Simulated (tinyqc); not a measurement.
# Permittivity of the insulator from five potentials

Question. A node lies on a semiconductor-insulator interface. Steps: hs = tb/2 down into the semiconductor, ho = tox/1 up into the insulator, hy = L/5 sideways. The flux balance of its box reads eox (hy/ho)(above - node) + eps_r (hy/hs)(below - node) + [(eps_r hs + eox ho)/(2 hy)](left + right - 2 node) - q Na (hs/2) hy/eps0 = 0. Find eox.

Inputs (values chosen for the exercise); semiconductor permittivity made up: relative permittivity of the semiconductor eps_r = 12.8; half the body thickness tb = 8 nm; insulator thickness tox = 3.1 nm; channel length L = 44 nm; acceptor density of the depleted body Na = 7.3e17 cm^-3.

Constants: q = 1.602176634e-19 C, eps0 = 8.8541878128e-14 F/cm where lengths are in cm. Results are converted to the units shown.

psi (V): node 0.11055497, above 0.1, below 0.11626937, left 0.10771557, right 0.18343683

Solution. The balance is linear in eox.

eox = 7.500

Numbers from tinyqc (`OMP_NUM_THREADS=1 python tinyqc.py 2480046 2480047 out.jsonl`; about 0.09 s on one thread of a shared Intel Xeon 2.30GHz).
